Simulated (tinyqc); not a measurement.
# Insulator thickness and V0 from two charges

Inverse problem. In an undoped wire Vg - V0 = Q/Cox + Vt ln(Q/Q0) + Vt ln(1 + Q/Q0) at the source, with Q0 = 4 eps0 eps_r Vt/R and Cox = eps0 eox/(R ln(1 + tox/R)). Find Cox, tox and V0.

Values chosen for this exercise; material values close to those of silicon:
```
symbol,value,unit,meaning
T,400,K,temperature
eps_r,11.6,,relative permittivity of the semiconductor
eox,9.14,,relative permittivity of the gate insulator
R,3,nm,wire radius
```

Constants: q = 1.602176634e-19 C, kB = 1.380649e-23 J/K, Vt = kB T/q, eps0 = 8.8541878128e-14 F/cm where lengths are in cm. Results are converted to the units shown.

Qs at Vg = 0.95 and 1.35 V (nC/cm^2): 699.64648  1672.3336

Answer. The two equations are linear in 1/Cox and V0; tox follows by inverting the logarithm.

Cox = 2.79 uF/cm^2
tox = 4.90 nm
V0 = 0.654 V

tinyqc, about 0.02 s, one thread, Intel Xeon 2.30GHz (shared host): `OMP_NUM_THREADS=1 python tinyqc.py 2460091 2460092 out.jsonl`
